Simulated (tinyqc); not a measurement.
Resistivity of narrow wires: free and nearly free electrons in a metal.

The cubic cell holds 2 atoms: n = 2 z/a^3, kF = (3 pi^2 n)^(1/3), EF = c kF^2/m, vF = 2 c kF/(m hbar), c = hbar^2/2m0; rs = (3/(4 pi n))^(1/3)/a0; D(EF) = 3 n/(2 EF).

Square wire of width w with grain size w: rho/rho0 = 1/(1 - 3 al/2 + 3 al^2 - 3 al^3 ln(1 + 1/al)) + (3/4) (1 - p) l/w, with al = (l/w) Rg/(1 - Rg) (Mayadas-Shatzkes plus the thick-wire form of Fuchs-Sondheimer); l = hbar kF/(n e^2 rho), e = 1.602176634e-19 C.

Constants: hbar^2/2m0 = 3.80998211 eV angstrom^2; hbar = 6.58211957e-16 eV s; a0 (Bohr radius) = 0.5291772105 angstrom.

Values chosen for the exercise (near those of K; not measured data): a = 5.232 angstrom (bcc lattice constant); z = 1 (free electrons an atom); m = 1.4 m0 (mass); rho = 7.07 micro-ohm cm (bulk resistivity); p = 0.2 (specularity of the surfaces); Rg = 0.37 (reflection at grain boundaries).

Wires:
```
w (nm)     al  grain term (factor - 1)  surface term  rho (micro-ohm cm)
200     0.091                    0.133         0.093                8.67
100     0.182                    0.262         0.186               10.24
50      0.364                    0.515         0.372               13.34
30      0.607                    0.846         0.620               17.44
20      0.910                    1.257         0.930               22.53
14      1.300                    1.782         1.329               29.06
10      1.821                    2.480         1.860               37.75
7       2.601                    3.523         2.657               50.77
```

l = 31.00 nm

At 7 nm the resistivity is 7.18 times the bulk value; grain boundaries add more (3.52 from grains, 2.66 from surfaces). It passes twice the bulk value between 50 and 30 nm. The surface formula is meant for w above l = 31 nm, so the rows below that are rough.

(tinyqc, `OMP_NUM_THREADS=1 python tinyqc.py 1651402 1651403 out.jsonl`, Intel(R) Xeon(R) Processor @ 2.30GHz, 1 thread, shared host, about 0.01 s.)
